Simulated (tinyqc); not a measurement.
Gap and screening length from two transmissions.

Problem. At the source junction of a tunnel FET, T(w) = exp(-S), S = 2 pi lam sqrt(m/(C Eg)) [w + Eg/2 - sqrt(w (w + Eg))], C = hbar^2/(2 m0). Find Eg (between 0.1 and 3 eV) and lam.

Parameters, values chosen for the exercise:
```
symbol  value  unit                               meaning
m       0.048    m0  band-edge mass of the two-band model
```

Constants: q = 1.602176634e-19 C, hbar = 1.054571817e-34 J s, m0 = 9.1093837015e-31 kg, hbar^2/(2 m0) = 0.0380998212 eV nm^2. Results are converted to the units shown.

T(w) at w = 0.11 and 0.44 eV: [0.010461917, 0.096376440]

Answer. The ratio of the two exponents depends on Eg alone and falls steadily with it, which fixes Eg; either exponent then gives lam.

ratio of the two S = 1.95
Eg = 0.738 eV
lam = 3.20 nm

Computed by the program tinyqc: `OMP_NUM_THREADS=1 python tinyqc.py 2620003 2620004 out.jsonl`, one thread of a shared Intel Xeon 2.30GHz, about 0.01 s for the whole run.
